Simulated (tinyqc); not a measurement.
Trap density from the barrier height.

Question. In a partly depleted grain with all boundary traps filled, 2 N W = Qt and VB = q N W^2/(2 eps0 eps_r). Find Qt, W and the doping at which VB would equal Vt.

Inputs (values chosen for the exercise): temperature T = 400 K; relative permittivity eps_r = 11.7.

Constants: q = 1.602176634e-19 C, kB = 1.380649e-23 J/K, Vt = kB T/q, eps0 = 8.8541878128e-14 F/cm where lengths are in cm. Results are converted to the units shown.

doping = 5.2e18 cm^-3
barrier height = 0.092944240 V

Solution. Eliminating W gives VB = q Qt^2/(8 eps0 eps_r N), which falls as 1/N.

Qt = 5.00e12 cm^-2
W = 4.81 nm
doping for VB = Vt = 1.40e19 cm^-3

tinyqc, about 0.01 s, one thread, Intel Xeon 2.30GHz (shared host): `OMP_NUM_THREADS=1 python tinyqc.py 2830037 2830038 out.jsonl`
